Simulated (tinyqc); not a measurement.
# Gate-all-around wire with two subbands, quantum capacitance, step by step

Numbers from tinyqc (`OMP_NUM_THREADS=1 python tinyqc.py 2200147 2200148 out.jsonl`; about 0.02 s on one thread of a shared Intel Xeon 2.30GHz). Printed values are rounded.

phi is the Fermi level above the lowest subband edge, in volts; Vg is counted from the gate voltage at which an empty wire would have phi = 0. Both directions of motion are filled (equilibrium).

Values chosen for this exercise:

| symbol | value | unit | meaning |
|---|---|---|---|
| T | 400 | K | temperature |
| eox | 22.3 |  | relative permittivity of the gate insulator (close to hafnium oxide) |
| tox | 30 | nm | insulator thickness |
| md | 0.3 | m0 | mass along the wire |
| gv | 4 |  | valley degeneracy |
| E2 | 0.19 | eV | second subband above the first |
| g2 | 2 |  | orbital degeneracy of the second subband |
| rw | 5 | nm | radius of the wire |
| Vg | 0.76 | V | gate voltage |

Constants: q = 1.602176634e-19 C, kB = 1.380649e-23 J/K, hbar = 1.054571817e-34 J s, m0 = 9.1093837015e-31 kg, Vt = kB T/q, eps0 = 8.8541878128e-14 F/cm where lengths are in cm. Results are converted to the units shown.

## Gate capacitance

Cox = 2 pi eps0 eox/ln(1 + tox/rw) per length.

Cox = 6.375448 pF/cm

## Starting value

phi = Vg.

phi at the start = 0.76 V

## Iteration 1: new phi

N1 = gv sqrt(2 md m0 kB T/(pi hbar^2)); n1 = N1 F(phi/Vt), n2 = g2 N1 F((phi - E2)/Vt), n = n1 + n2, F(e) = (1/sqrt(pi)) int_0^infinity u^(-1/2) du/(1 + exp(u - e)); Cq = q dn/dphi = (q N1/Vt) [F'(phi/Vt) + g2 F'((phi - E2)/Vt)]. Newton: f = phi + q (n)/Cox - Vg, phi(new) = phi - f/(1 + (Cq)/Cox).

n1 = 6.224080e7 cm^-1
n2 = 1.077313e8 cm^-1
Cq = 21.81839 pF/cm
f = 4.271471 V
phi after iteration 1 = -0.2059038 V

## Iteration 2: new phi

As before.

n1 = 29870.80 cm^-1
n2 = 241.6350 cm^-1
Cq = 0.1397170 pF/cm
f = -0.9651470 V
phi after iteration 2 = 0.7385458 V

## Course of the iteration

Stop when the step is below 1e-10 V, or after 40 iterations.

Course of the iteration:
```
iteration  phi before the step (V)  step (V)
1                             0.76    -0.966
2                       -0.2059038     0.944
3                        0.7385458    -0.931
4                       -0.1926377     0.922
5                        0.7292518    -0.916
6                       -0.1868691     0.911
7                        0.7240989    -0.908
8                       -0.1836649     0.905
9                        0.7208918    -0.903
...                            ...       ...
32                      -0.1770380     0.890
33                       0.7133809    -0.890
34                      -0.1769866     0.890
35                       0.7133178    -0.890
36                      -0.1769472     0.890
37                       0.7132692    -0.890
38                      -0.1769169     0.890
39                       0.7132319    -0.890
40                      -0.1768936     0.890
```

Not converged within 40 iterations: the residual has levelled off at one value (counting the size of the step as the residual). phi swings between about -0.177 and 0.713 V. A rerun with another start (phi = 0.01 V) converges in 5 iterations.
